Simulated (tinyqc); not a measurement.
Inside a calculation. Method: plane-wave Kohn-Sham cycle with exchange-only LDA in a layered model solid. One step of it, computed by the program tinyqc.

Task: Iteration 2: Hamiltonian at one k. H(m,m') = (k + G_m)^2/2 delta + V(G_m - G_m'), with V(-G) = V(G).

A solid whose potential varies along x alone (atomic units):
```
parameter                      value
period a                    4.300000
cross-section of the cell  18.000000
electrons per cell                 2
grid points                       16
plane waves -n..n, n               2
k points                           3
V1 in V1 cos(2 pi x/a)     -0.310000
V2 in V2 cos(4 pi x/a)     -0.080000
```

V(G_m), m = 0, 1, 2, ... (hartree): -0.290524  -0.149651  -0.040748  -0.000030  0.000005

k = 0.000000 2 pi / a

Give: H.

Result:

H (hartree):
```
        -2      -1      +0      +1      +2
-2   3.980  -0.150  -0.041   0.000   0.000
-1  -0.150   0.777  -0.150  -0.041   0.000
+0  -0.041  -0.150  -0.291  -0.150  -0.041
+1   0.000  -0.041  -0.150   0.777  -0.150
+2   0.000   0.000  -0.041  -0.150   3.980
```
